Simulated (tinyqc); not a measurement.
From results back to parameters: averaged masses of warped heavy- and light-hole bands. Five cases, with inputs chosen for the exercise.

Problem. For B along [111] the central orbits have s = 1/4 all round, so the cyclotron masses are 1/(g1 -/+ sqrt(g2^2 + 3 g3^2)). They are given with the heavy-hole mass along [100], 1/(g1 - 2 g2); g2 and g3 are positive.

Find: g1; sqrt(g2^2 + 3 g3^2); g2; g3.

Method. The mean of the two inverse cyclotron masses is g1 and half their difference is the root; g2 = (g1 - 1/m[100])/2, and g3 follows.

Case 1.

heavy and light cyclotron mass for B along [111]; heavy mass along [100] (m0): 0.5041785  0.0403933  0.2557545

Solution.

g1 = 13.37
sqrt(g2^2 + 3 g3^2) = 11.387
g2 = 4.73
g3 = 5.98

Case 2.

heavy and light cyclotron mass for B along [111]; heavy mass along [100] (m0): 0.6798943  0.0800693  0.3496503

Solution.

g1 = 6.98
sqrt(g2^2 + 3 g3^2) = 5.509
g2 = 2.06
g3 = 2.95

Case 3.

heavy and light cyclotron mass for B along [111]; heavy mass along [100] (m0): 0.3809022  0.0414686  0.2044990

Solution.

g1 = 13.37
sqrt(g2^2 + 3 g3^2) = 10.745
g2 = 4.24
g3 = 5.70

Case 4.

heavy and light cyclotron mass for B along [111]; heavy mass along [100] (m0): 0.4885117  0.0149136  0.2739726

Solution.

g1 = 34.55
sqrt(g2^2 + 3 g3^2) = 32.503
g2 = 15.45
g3 = 16.51

Case 5.

heavy and light cyclotron mass for B along [111]; heavy mass along [100] (m0): 0.6497834  0.0802502  0.3472222

Solution.

g1 = 7.00
sqrt(g2^2 + 3 g3^2) = 5.461
g2 = 2.06
g3 = 2.92

Computed by tinyqc, one run a case: `OMP_NUM_THREADS=1 python tinyqc.py N N+1 out.jsonl` with N = 1050398, 1050433, 1050438, 1050475, 1050493; one thread of a shared Intel(R) Xeon(R) Processor @ 2.30GHz, about 0.02 s a run at most.
